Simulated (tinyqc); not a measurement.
Pariser-Parr-Pople SCF with singles CI, for the molecule C1=CC2=CC=CC2=C1 (SMILES; centres numbered as the heavy atoms are written), step by step. One step of it, computed by the program tinyqc.

Question. Singles CI, singlets. Over the 4 single excitations with the smallest orbital gaps: A = (e_a - e_i) delta + 2 (ia|jb) - (ij|ab), with (pq|rs) = sum c_mp c_mq gamma_mn c_nr c_ns. f = 2/3 w |mu|^2 in atomic units, mu = sqrt2 sum c_ia sum_m c_mi c_ma R_m.

orbital energies (eV): -15.099950  -12.403155  -10.702548  -9.616231  -2.791175  1.640735  2.899049  3.422730

coefficients:
```
         MO1        MO2        MO3        MO4        MO5        MO6        MO7        MO8
1C  0.287780   0.520392   0.000000   0.501224   0.000000   0.478740   0.407378   0.000000
2C  0.320114   0.338520   0.398994   0.114251   0.500000  -0.367973  -0.366706  -0.301337
3C  0.460691   0.000000   0.426155  -0.471877   0.000000   0.000000   0.255140   0.564262
4C  0.320114  -0.338520   0.398994   0.114251  -0.500000   0.367973  -0.366706  -0.301337
5C  0.287780  -0.520392   0.000000   0.501224   0.000000  -0.478740   0.407378   0.000000
6C  0.320114  -0.338520  -0.398994   0.114251   0.500000   0.367973  -0.366706   0.301337
7C  0.460691   0.000000  -0.426155  -0.471877   0.000000   0.000000   0.255140  -0.564262
8C  0.320114   0.338520  -0.398994   0.114251  -0.500000  -0.367973  -0.366706   0.301337
```

repulsion gamma_rs (eV):
```
           1C         2C         3C         4C         5C         6C         7C         8C
1C  11.130000   7.552804   5.520570   3.705303   3.201289   3.705303   5.520570   7.552804
2C   7.552804  11.130000   7.554850   4.865167   3.705303   3.863003   5.519866   5.518526
3C   5.520570   7.554850  11.130000   7.554850   5.520570   5.519866   7.553862   5.519866
4C   3.705303   4.865167   7.554850  11.130000   7.552804   5.518526   5.519866   3.863003
5C   3.201289   3.705303   5.520570   7.552804  11.130000   7.552804   5.520570   3.705303
6C   3.705303   3.863003   5.519866   5.518526   7.552804  11.130000   7.554850   4.865167
7C   5.520570   5.519866   7.553862   5.519866   5.520570   7.554850  11.130000   7.554850
8C   7.552804   5.518526   5.519866   3.863003   3.705303   4.865167   7.554850  11.130000
```

Centres (angstrom, eV; a flat drawing with bonds scaled to 1.40 angstrom):
```
centre          x          y  core charge z          W   gamma_rr
1C       2.154000   0.000000              1  11.160000  11.130000
2C       1.331000   1.133000              1  11.160000  11.130000
3C       0.000000   0.700000              1  11.160000  11.130000
4C      -1.331000   1.133000              1  11.160000  11.130000
5C      -2.154000   0.000000              1  11.160000  11.130000
6C      -1.331000  -1.133000              1  11.160000  11.130000
7C       0.000000  -0.700000              1  11.160000  11.130000
8C       1.331000  -1.133000              1  11.160000  11.130000
```

Give: singlet CI matrix; singlet excitation energies; oscillator strengths.

Answer.

singlet CI matrix (eV):
```
       4>5    3>5    2>5    4>6
4>5  0.874  0.000  0.000  0.000
3>5  0.000  4.019  0.000  0.863
2>5  0.000  0.000  5.171  0.000
4>6  0.000  0.863  0.000  6.374
```

singlet excitation energies (eV): 0.874  3.737  5.171  6.656

oscillator strengths: 0.000  0.375  0.532  1.409
